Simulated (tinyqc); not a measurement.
Inside a calculation. Model: dopants and charged point defects at anneal temperature: Fermi-level effect, clustering and pairing. Computed by tinyqc, a small Python program that keeps every step. Command: `OMP_NUM_THREADS=1 python tinyqc.py 3008039 3008040 out.jsonl pairing walk`. One thread of a shared host (Intel(R) Xeon(R) Processor @ 2.30GHz), about 0.02 s of CPU time with the checks. Intermediate numbers are printed to about 6 digits and carried at full precision; extremes and crossings named in words are read from the listed rows.

Boltzmann statistics and full ionisation of active dopants. Energies are counted from the valence band; the defect (a vacancy or self-interstitial) has five charge states, with all degeneracy factors one.

Inputs (values chosen for the exercise, with bands modelled on GaAs):

| quantity | value | unit |
|---|---|---|
| gap at 0 K E_g0 | 1.51 | eV |
| Varshni alpha | 0.000534 | eV/K |
| Varshni beta | 202 | K |
| electron mass m_e | 0.0676 | m_0 |
| valleys M_c | 1 | - |
| hole mass m_h | 0.549 | m_0 |
| anneal temperature T | 1030 | K |
| total dopant density N | 2.6e+19 | cm^-3 |
| formation enthalpy of the neutral defect H_f | 2.82 | eV |
| formation entropy S_f | 5.2 | k_B |
| site density N_s | 3e+22 | cm^-3 |
| intrinsic dopant diffusivity D_i | 6.3e-16 | cm^2/s |
| anneal time t | 5000 | s |
| dopant atoms per cluster k | 2 | - |
| cluster binding energy E_b | 1.29 | eV |

Dopant: donor. Second part: clustering of the dopant.

defect levels as fractions of E_g(T): (2+/+), (+/0), (0/-), (-/2-): 0.11  0.2  0.4  0.78

Constants: m_0 = 9.1093837015e-31 kg; k_B = 1.380649e-23 J/K; h = 6.62607015e-34 J s; k_B = 8.617333262e-05 eV/K.

## The host at the anneal temperature

E_g = E_g0 - alpha T^2/(T + beta). N_c = 2 M_c (2 pi m_e k_B T/h^2)^(3/2) and N_v = 2 (2 pi m_h k_B T/h^2)^(3/2), masses in units of m_0. n_i = sqrt(N_c N_v) exp(-E_g/2 k_B T); E_i = E_g/2 + (k_B T/2) ln(N_v/N_c).

E_g = 1.05016 eV

k_B T = 0.0887585 eV

n_i = 3.63974e+16 cm^-3

E_i = 0.664509 eV

effective density of states N_b of the majority band = 2.80586e+18 cm^-3

## Active and clustered dopant

n = A/2 + sqrt(A^2/4 + n_i^2) for an active density A. k ionised dopants and k carriers form one neutral cluster: C = N_s (A/N_s)^k (n/N_b)^k exp(E_b/k_B T), N_b the effective density of states of the majority band, and N = A + k C (60 bisections in ln A between ln N - 90 and ln N).

active density A = 1.09372e+18 cm^-3

clusters C = 1.24531e+19 cm^-3

active share = 0.0420660

96 % of the dopant is lost to clusters.

## Carrier density and Fermi level

chi = n/n_i (for acceptors n_i/p); E_F = E_i + k_B T ln chi; field enhancement h = 1 + A/sqrt(A^2 + 4 n_i^2).

n = 1.09492e+18 cm^-3

chi = 30.0825

E_F = 0.966638 eV

field enhancement h = 1.99779

The doping is 30.0 n_i: extrinsic conditions.

## Charged defects

C_0 = N_s exp(S_f/k_B) exp(-H_f/k_B T). Ratios to the neutral state at E_F = E_i: r_+ = exp((E(+/0) - E_i)/k_B T), r_2+ = r_+ exp((E(2+/+) - E_i)/k_B T), r_- = exp((E_i - E(0/-))/k_B T), r_2- = r_- exp((E_i - E(-/2-))/k_B T); at other E_F state q scales as chi^(-q). The enhancement is sum r_q chi^(-q)/sum r_q. The charge on the defects is left out of neutrality.

neutral defects C_0 = 8.65416e+10 cm^-3

Charge states:

| state | ratio r | intrinsic (cm^-3) | doped (cm^-3) |
|---|---|---|---|
| 2+ | 1.23040e-05 | 1.06480e+06 | 1.17663e+03 |
| + | 5.97382e-03 | 5.16984e+08 | 1.71855e+07 |
| 0 | 1.00000e+00 | 8.65416e+10 | 8.65416e+10 |
| - | 1.57059e+01 | 1.35921e+12 | 4.08885e+13 |
| 2- | 2.75119e+00 | 2.38093e+11 | 2.15464e+14 |

all defects, doped = 2.56439e+14 cm^-3

enhancement over intrinsic = 152.247

mean charge = -1.83988 e

Doping leaves the neutral state alone and multiplies the total by 152; the most common state is 2- (in intrinsic material -).

## Dopant diffusivity

If every charge state of the defect carries the dopant equally well, D = D_i x enhancement x h x (active share A/N, a rough stand-in that overstates the dA/dN which immobile clusters call for), D_i being an input held fixed when T or H_f is moved; diffusion length 2 sqrt(D t).

effective diffusivity D = 8.06064e-15 cm^2/s

D/D_i = 12.7947

diffusion length = 126.970 nm

## Against doping

chi = n/n_i; h = 1 + A/sqrt(A^2 + 4 n_i^2); the dopant diffusivity over its intrinsic value is D/D_i = enhancement x h x A/N, if every charge state carries the dopant equally well.

Trend at the anneal temperature:

| N (cm^-3) | active A (cm^-3) | chi | defect enhancement | mean charge | D/D_i |
|---|---|---|---|---|---|
| 1.10e+15 | 1.09997e+15 | 1.0152 | 1.017 | -1.09217 | 1.0320 |
| 4.20e+15 | 4.19954e+15 | 1.0594 | 1.065 | -1.10015 | 1.1264 |
| 1.60e+16 | 1.59909e+16 | 1.2435 | 1.274 | -1.13089 | 1.5461 |
| 6.20e+16 | 6.15942e+16 | 2.1561 | 2.448 | -1.24727 | 4.0037 |
| 2.40e+17 | 2.06492e+17 | 5.8444 | 9.596 | -1.49779 | 16.0424 |
| 9.20e+17 | 4.11969e+17 | 11.4063 | 27.647 | -1.66335 | 24.5710 |
| 3.50e+18 | 6.36202e+17 | 17.5364 | 57.672 | -1.75285 | 20.8985 |
| 1.40e+19 | 9.30677e+17 | 25.6089 | 113.420 | -1.81689 | 15.0566 |
| 5.20e+19 | 1.30658e+18 | 35.9255 | 211.480 | -1.86243 | 10.6193 |

Well below n_i = 3.64e16 cm^-3 chi and the enhancement are near 1. At any doping d ln(enhancement)/d ln chi equals minus the mean charge, which goes from -1.09 to -1.86 over the rows. Clustering bends A over: its exponent in N falls to 0.26, towards 1/(2k) = 0.250, and D/D_i peaks at N = 9.2e17 cm^-3.

## Activation against anneal temperature

The formulas are those given above.

Equilibrium activation:

| T (K) | n_i (cm^-3) | active A (cm^-3) | clusters C (cm^-3) | active share |
|---|---|---|---|---|
| 620 | 4.75787e+13 | 6.83410e+16 | 1.29658e+19 | 0.0026285 |
| 720 | 4.60332e+14 | 1.76615e+17 | 1.29117e+19 | 0.0067929 |
| 820 | 2.63708e+15 | 3.66329e+17 | 1.28168e+19 | 0.0140896 |
| 930 | 1.19625e+16 | 6.88477e+17 | 1.26558e+19 | 0.0264799 |
| 1030 | 3.63974e+16 | 1.09372e+18 | 1.24531e+19 | 0.0420660 |
| 1130 | 9.22395e+16 | 1.60693e+18 | 1.21965e+19 | 0.0618051 |
| 1240 | 2.18630e+17 | 2.28839e+18 | 1.18558e+19 | 0.0880150 |

The active share goes from 0.00263 at 620 K to 0.0880 at 1240 K, so a layer activated by a hot, short anneal is metastable and deactivates in later, cooler steps if the dopant can move. Over the first three rows, where most dopant is clustered, a fit of ln A rises with slope 0.368 eV against -1/k_B T, near E_b/(2k) = 0.323 eV plus 0.75 k_B T.

Checks made by the program: conservation of the dopant (relative difference below 1e-10); ratios against Boltzmann factors of formation energies at E_F (relative difference below 1e-10).
